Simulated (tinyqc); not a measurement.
# Strain, valley repopulation and piezoresistance in a many-valley conduction band, step by step

A worked calculation. Computed by tinyqc, a small Python program that keeps every step. Command: `OMP_NUM_THREADS=1 python tinyqc.py 3000452 3000453 out.jsonl valleys walk`. One thread of a shared host (Intel(R) Xeon(R) Processor @ 2.30GHz), about 0.02 s of CPU time with the checks. Intermediate numbers are printed to about 6 digits and carried at full precision; extremes and crossings named in words are read from the listed rows.

Valleys are ellipsoids with mass m_l along the axis a and m_t across it, parabolic, with one constant relaxation time; strain shifts the valleys and leaves the masses alone. Currents are taken along [110], along the load, and along [001], across the load.

Inputs (values chosen for the exercise, modelled on silicon):

| quantity | value | unit |
|---|---|---|
| longitudinal mass m_l | 0.93 | m_0 |
| transverse mass m_t | 0.189 | m_0 |
| shear deformation potential Xi_u | 9.03 | eV |
| dilation deformation potential Xi_d | 1.1 | eV |
| C11 | 165 | GPa |
| C12 | 64 | GPa |
| C44 | 79.7 | GPa |
| stress X (tension positive) | 46 | MPa |
| electron density n | 3.4e+15 | 1/cm^3 |
| relaxation time tau | 86 | fs |
| temperature T | 200 | K |

Valley axes: <100> (6 valleys in 3 pairs). Load: uniaxial [110].

Constants: k_B = 8.617333262e-05 eV/K; m_0 = 9.1093837015e-31 kg; k_B = 1.380649e-23 J/K; hbar = 1.054571817e-34 J s; e = 1.602176634e-19 C.

## Strain

Compliances S11 = (C11 + C12)/((C11 - C12)(C11 + 2 C12)), S12 = -C12/((C11 - C12)(C11 + 2 C12)), S44 = 1/C44; stress sigma_ij = X n_i n_j for the unit vector n of the load; e_xx = S11 sigma_xx + S12 (sigma_yy + sigma_zz), e_xy = S44 sigma_xy/2 (tensor strain).

strain tensor (%):
```
           x          y           z
x  0.0128240  0.0144291   0.0000000
y  0.0144291  0.0128240   0.0000000
z  0.0000000  0.0000000  -0.0099483
```

## Valley shifts

Herring-Vogt shift of a valley with unit axis a: dE = Xi_d tr(e) + Xi_u a.e.a.

shifts dE (meV): x 1.33070, y 1.33070, z -0.72564

splitting (highest minus lowest) = 2.05634 meV

Lowest: z; the splitting is 0.119 k_B T.

## Populations

Each of the 6 valleys holds n_v = N_v (2/sqrt(pi)) F_1/2((E_F - dE_v)/(k_B T)), N_v = 2 (m_d k_B T/(2 pi hbar^2))^(3/2), m_d = (m_l m_t^2)^(1/3); E_F solves sum n_v = n and is counted from the unstrained edge. F_j(eta) = int_0^infinity x^j/(1 + exp(x - eta)) dx, without a gamma-function factor. It is evaluated after integrating by parts. Integrals over x = E/(k_B T) use 160 Gauss-Legendre points in u = sqrt(x) from 0 to sqrt(max(eta, 0) + 32).

Fermi level E_F = -143.943 meV

share of the electrons (per pair): x 0.319825, y 0.319825, z 0.360351

## Mobility tensor and resistance change

Mobility tensor mu = e tau sum_v (n_v/n) [1/m_t + (1/m_l - 1/m_t) a a^T]; unstrained mu_0 = e tau (1/m_l + 2/m_t)/3; resistivity along d from the inverse tensor, rho_d = d.mu^-1.d/(n e), mobility along d = 1/(d.mu^-1.d); gauge pi_d = (rho_d/rho_0 - 1)/X.

mobility tensor (cm^2/(V s)):
```
         x        y        z
x  596.368    0.000    0.000
y    0.000  596.368    0.000
z    0.000    0.000  570.526
```

unstrained mobility mu_0 = 587.754 cm^2/(V s)

mobility along the first direction = 596.368 cm^2/(V s)

mobility along the second direction = 570.526 cm^2/(V s)

resistance change along the first direction = -1.44441 %

resistance change along the second direction = 3.01966 %

The mobility lies between e tau/m_l = 163 and e tau/m_t = 800; the trace stays at 3 mu_0. Along the first direction the filled valleys present more of their light mass.

## Linear piezoresistance coefficients

With eta_0 the reduced Fermi level without strain, r = F_-1/2(eta_0)/(2 F_1/2(eta_0)) (1 for a classical gas) and c = r (Xi_u/k_B T) (m_l - m_t)/(2 m_l + m_t): pi11 = -(2/3) c (S11 - S12), pi12 = -pi11/2, pi44 = 0, with S11 - S12 = 1/(C11 - C12).

eta_0 = -8.38780

degeneracy factor r = 0.999920

pi11 = -125.059 1e-11/Pa

pi12 = 62.5293 1e-11/Pa

pi44 = 0 1e-11/Pa

The gas is classical, so the coefficients follow 1/T.

## Full result against the linear law

Linear theory: pi_l = (pi11 + pi12 + pi44)/2, pi_t = pi12 along [001].

Resistance changes (%); at 2000 MPa the strain is near or above 1 %, where band warping, left out here, matters:

| X (MPa) | splitting (meV) | largest share | first direction | linear | second direction | linear |
|---|---|---|---|---|---|---|
| -2000 | 89.4059 | 0.498607 | 21.8485 | 62.5293 | -26.396 | -125.059 |
| -1000 | 44.7030 | 0.481987 | 19.2289 | 31.2646 | -24.389 | -62.529 |
| -400 | 17.8812 | 0.424744 | 11.0092 | 12.5059 | -16.552 | -25.012 |
| -150 | 6.7054 | 0.373454 | 4.5508 | 4.6897 | -8.008 | -9.379 |
| -50 | 2.2351 | 0.347418 | 1.5518 | 1.5632 | -2.966 | -3.126 |
| 50 | 2.2351 | 0.362745 | -1.5704 | -1.5632 | 3.296 | 3.126 |
| 150 | 6.7054 | 0.424552 | -4.7150 | -4.6897 | 10.984 | 9.379 |
| 400 | 17.8812 | 0.585228 | -12.0216 | -12.5059 | 37.606 | 25.012 |
| 1000 | 44.7030 | 0.869941 | -22.5460 | -31.2646 | 139.336 | 62.529 |
| 2000 | 89.4059 | 0.988950 | -26.2344 | -62.5293 | 246.369 | 125.059 |

Along the first direction the linear law holds within 10 % for 5 of the 10 stresses, at -150, -50.0, 50.0, 150, 400 MPa. At the largest compression the full change is +21.8 % against the linear +62.5 %, at the largest tension -26.2 % against -62.5 %: once the splitting is comparable with k_B T (or E_F) the populations no longer follow it linearly, and the change must saturate when the upper valleys are empty.

Checks made by the program: trace of the tensor against 3 mu_0 (relative difference below 1e-10); linear coefficients against the full calculation at 0.01 MPa (relative difference 7e-06).
